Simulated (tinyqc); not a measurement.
What moves the results: pi bands of a honeycomb layer in tight binding. A value that a table varies takes the place of the one given here.

Lattice vectors a (1,0) and a (1/2, sqrt3/2); f = exp(i ky a/sqrt3) + 2 cos(kx a/2) exp(-i ky a/(2 sqrt3)), w = |f|. H = [[D - t2 F, -t f], [., -D - t2 F]] with F = w^2 - 3, S = [[1, s0 f], [., 1]]; the levels solve det(H - E S) = 0. K = (4 pi/3a, 0), M = (pi/a, pi/(sqrt3 a)); w = 3, 1, 0 at Gamma, M, K.

Constants: hbar^2/2m0 = 3.80998211 eV angstrom^2.

Values chosen for the exercise (of the size used for graphene; shifted at random, so the results belong to these values and not to a real crystal):
- a = 2.46 angstrom (lattice constant)
- t = 2.73 eV (nearest hopping)
- t2 = 0 eV (second-neighbour hopping)
- s0 = 0 (overlap of neighbours)
- D = 0 eV (+D on A, -D on B)

## How far the cone holds

Upper and lower levels at distance q from K towards Gamma (-x) and towards M (+x), measured from 3 t2; cone: sqrt(D^2 + (hbar v q)^2), hbar v = (sqrt3/2) a (t + 3 t2 s0).

Levels (eV):
```
q (1/angstrom)    cone  upper, to Gamma  lower, to Gamma  upper, to M  lower, to M
0.02            0.1163           0.1171          -0.1171       0.1155      -0.1155
0.05            0.2908           0.2958          -0.2958       0.2855      -0.2855
0.10            0.5816           0.6008          -0.6008       0.5595      -0.5595
0.15            0.8724           0.9138          -0.9138       0.8211      -0.8211
0.20            1.1632           1.2337          -1.2337       1.0693      -1.0693
0.30            1.7448           1.8892          -1.8892       1.5217      -1.5217
0.40            2.3264           2.5575          -2.5575       1.9099      -1.9099
0.60            3.4896           3.8917          -3.8917       2.4711      -2.4711
```

At q = 0.2 the upper band lies +70 meV from the cone towards Gamma and -94 meV towards M; half their difference, 82 meV, is the trigonal warping, steeper towards Gamma, and their mean, -12 meV, comes from the bending of the band. All four values stay within 5 % of the cone up to q = 0.1. Upper and lower bands are mirror images.

## Fermi level against carrier density

hbar v = 5.81605 eV angstrom

Cone with four flavours: n = kF^2/pi, EF = sqrt(D^2 + (hbar v kF)^2), density of states 2 EF/(pi (hbar v)^2), quantum capacitance e^2 times it (1 e^2/(eV angstrom^2) = 1602.177 microF/cm^2), cyclotron mass 2c EF/(hbar v)^2, c = hbar^2/2m0; 1e12/cm^2 = 1e-4/angstrom^2.

Filling:
```
n (1e12/cm^2)  kF (1/angstrom)  EF (eV)  Cq (microF/cm^2)  cyclotron mass (m0)
0.10                   0.00560   0.0326             0.983               0.0073
0.25                   0.00886   0.0515             1.554               0.0116
0.50                   0.01253   0.0729             2.198               0.0164
1.00                   0.01772   0.1031             3.108               0.0232
2.00                   0.02507   0.1458             4.396               0.0328
4.00                   0.03545   0.2062             6.217               0.0464
10.00                  0.05605   0.3260             9.830               0.0734
20.00                  0.07927   0.4610            13.901               0.1039
```

From 1 to 4e12/cm^2 EF rises by a factor 2.000, the square root of four. Capacitance and mass grow in proportion to EF counted from mid-gap, so hardly at all while a large gap term dominates it; in a parabolic band both are constant; Cq is 3.11 microF/cm^2 at 1e12/cm^2, against 3.45 for 1 nm of a dielectric with eps = 3.9.

## What each parameter does

Gap at K, difference at M, and the two levels at Gamma, from (e - E)^2 - D^2 - (t + s0 E)^2 w^2 = 0, e = -t2 (w^2 - 3). Each row changes one parameter from the base and keeps the others.

Results:
```
case                 gap at K (eV)  difference at M (eV)  lower at Gamma (eV)  upper at Gamma (eV)
base                        0.0000                5.4600              -8.1900               8.1900
t = 2.8665 eV               0.0000                5.7330              -8.5995               8.5995
t2 = 0.05 eV                0.0000                5.4600              -8.4900               7.8900
s0 = 0.03                   0.0000                5.4649              -7.5138               9.0000
D = 0.1 eV                  0.2000                5.4637              -8.1906               8.1906
a = 2.5092 angstrom         0.0000                5.4600              -8.1900               8.1900
```

The largest shifts from the base row, up to three for each result and ties (the steps differ in size, so this ranks the rows, not the parameters). gap at K (eV): D +0.2000; unchanged at the printed digits by t, t2, s0 and a. difference at M (eV): t +0.2730, s0 +0.0049, D +0.0037; unchanged at the printed digits by t2 and a. lower at Gamma (eV): s0 +0.6762, t -0.4095, t2 -0.3000; unchanged at the printed digits by a. upper at Gamma (eV): s0 +0.8100, t +0.4095, t2 -0.3000; unchanged at the printed digits by a. At points fixed by symmetry a drops out; the gap at K is 2D whatever the hoppings.

tinyqc: `OMP_NUM_THREADS=1 python tinyqc.py 1481379 1481380 out.jsonl`; about 0.01 s, one thread, shared Intel(R) Xeon(R) Processor @ 2.30GHz.
